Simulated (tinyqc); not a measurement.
MOS structure on a p-type body, non-linear Poisson equation by Newton steps: one step of the calculation.

One dimension, insulator interface at x = 0, acceptor density Na, uniform, net doping C = -(acceptor density). psi is counted from the intrinsic level: n = ni exp((psi - Vb)/Vt), p = ni exp(-psi/Vt); deep in the body psi_b = -Vt ln(Na/ni). The gate acts through Cox = eps0 eox/tox and has the potential psi_G = Vg - (phiM - chi - Vt ln(Nc/ni)). Boltzmann statistics, full ionisation, classical densities, no oxide or interface charge.

Task. Newton step. Solve the tridiagonal system a_(i-1) d_(i-1) + b_i d_i + a_i d_(i+1) = -F_i for nodes 0 to 14, with d = 0 on fixed nodes. If the largest |d| exceeds 4 Vt, the whole step is scaled down so that it equals 4 Vt.

Values chosen for this exercise:
```
symbol,value,unit,meaning
T,300,K,temperature
```

Constants: q = 1.602176634e-19 C, kB = 1.380649e-23 J/K, Vt = kB T/q. Results are converted to the units shown.

coupling a_i, interval 0 to 14 (F/cm^2): 2.0364632e-5  1.5427751e-5  1.1703811e-5  8.9318561e-6  6.6988921e-6  5.1167417e-6  3.8863801e-6  2.9092331e-6  2.2627369e-6  1.6692321e-6  1.2889008e-6  9.6974438e-7  7.3784898e-7  5.6255889e-7  4.2426317e-7

```
node  diagonal b (F/cm^2)  residual F (C/cm^2)
0           -2.2944260e-5         2.0890198e-6
1           -3.6054785e-5                   ~0
2           -2.7477662e-5                   ~0
3           -2.1090347e-5                   ~0
4           -1.6232463e-5                   ~0
5           -1.2609626e-5                   ~0
6           -1.0045944e-5                   ~0
7           -8.1800099e-6                   ~0
8           -6.9816388e-6                   ~0
9           -6.3297802e-6                   ~0
10          -6.1250533e-6                   ~0
11          -6.4208834e-6                   ~0
12          -7.2044624e-6                   ~0
13          -8.5164623e-6                   ~0
14          -1.0510204e-5                   ~0
```

psi at the start, node 0 to 15 (V): -0.45624246  -0.45624246  -0.45624246  -0.45624246  -0.45624246  -0.45624246  -0.45624246  -0.45624246  -0.45624246  -0.45624246  -0.45624246  -0.45624246  -0.45624246  -0.45624246  -0.45624246  -0.45624246

Find: Newton step d, before damping; psi after iteration 1.

Result.

Newton step d, before damping, node 0 to 14 (V): 0.45098  0.40553  0.35243  0.29285  0.22969  0.16611  0.10865  0.06215  0.02961  0.01144  0.00326  0.00067  0.00009  0.00001  0.00000
psi after iteration 1, node 0 to 15 (V): -0.35283  -0.36326  -0.37543  -0.38909  -0.40358  -0.41815  -0.43133  -0.44199  -0.44945  -0.45362  -0.45550  -0.45609  -0.45622  -0.45624  -0.45624  -0.45624

Computed by the program tinyqc: `OMP_NUM_THREADS=1 python tinyqc.py 2080076 2080077 out.jsonl`, one thread of a shared Intel Xeon 2.30GHz, about 0.3 s for the whole run.

~0 in a residual or rate marks an entry under 1e-11 of the largest of its column.
